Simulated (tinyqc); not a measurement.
# Changing the hydrogen pressure p

Model: hydrogen passivation of interface dangling bonds: competing passivation and dissociation with distributed barriers. Computed by tinyqc, a small Python program. Command: `OMP_NUM_THREADS=1 python tinyqc.py 3026883 3026884 out.jsonl passiv sweep`. One thread of a shared host (Intel(R) Xeon(R) Processor @ 2.30GHz), about 0.1 s of CPU time with the checks.

P_b + H2 gives P_bH + H at the rate k_f [H2]; P_bH gives P_b + H at the rate k_d. All defects start unpassivated. E_f and E_d are Gaussian and independent.

Inputs (values chosen for the exercise, close to those used for P_b centres at the silicon-oxide interface):
```
quantity                                      value          unit
defect density N0                           4.6e+12        1/cm^2
passivation prefactor k_f0                  3.2e-07        cm^3/s
mean passivation barrier E_f                   1.63            eV
spread sigma_f                                0.082            eV
dissociation prefactor k_d0                 3.3e+12           1/s
mean dissociation barrier E_d                  2.82            eV
spread sigma_d                                0.053            eV
H2 in the oxide per atm, solubility factor  1.6e+18  1/(cm^3 atm)
anneal temperature T                            475             C
anneal time t                                   520             s
oxide thickness                                   3            nm
```

Constants: k_B = 8.617333262e-05 eV/K; e = 1.602176634e-19 C; eps_0 = 8.8541878128e-12 F/m.

Method:
- [H2] = solubility factor x p; a = k_f0 [H2] exp(-E_f/(k_B T)), d = k_d0 exp(-E_d/(k_B T)). For one pair of barriers the active share is y = [d + a exp(-(a + d) t)]/(a + d).
- Temperatures in kelvin are T(C) + 273.15.
- Average y over both Gaussians with 40 x 40 Gauss-Hermite points.
- Active density N0 y; threshold shift if each active defect holds one charge, e N0 y t_ox/(3.9 eps_0).
- Minimise the averaged y over T between 150 and 900 C: find where ln y is equal at T - 0.05 and T + 0.05 C; T is rounded to 0.1 C.

One run for each value:
```
hydrogen pressure p (atm)  active share y  best temperature (C)  least active share
0.003                          5.5031e-02                 568.4          4.6696e-04
0.009                          1.0208e-02                 549.2          1.0964e-04
0.03                           8.7800e-04                 528.3          2.2116e-05
0.09                           5.2983e-05                 509.8          5.0998e-06
0.3                            1.7822e-06                 490.1          1.0180e-06
0.9                            2.3550e-07                 472.8          2.3369e-07
3                              6.5249e-08                 454.6          4.6541e-08
9                              2.1718e-08                 438.7          1.0688e-08
30                             6.5153e-09                 422.0          2.1311e-09
```

Over the rows, active share y falls from 0.0550 to 6.52e-9 (exponent d ln y / d ln x -1.5 between the first rows and -1.0 between the last); best temperature (C) falls from 568 to 422 (exponent d ln y / d ln x about -0.032 throughout); least active share falls from 4.67e-4 to 2.13e-9 (exponent d ln y / d ln x about -1.3 throughout). At the high end the exponent of active share y is -1.00, close to -1: steady balance d/a. High pressure speeds passivation and shifts the balance, the reason for high-pressure anneals.

Caution (all rows): a least active share below 1e-3 is a property of the model; measured passivation levels off well above it. Caution (all rows): atomic hydrogen, which both passivates and depassivates, and further passivation during cooling are left out. Caution (rows 0.0900, 0.300, 0.900, 3.00, 9.00, 30.0): densities below a few 1e9 per cm^2 are formal: other defects set the floor in real interfaces.

Extremes, crossings and ranges named in words are read from the listed rows.
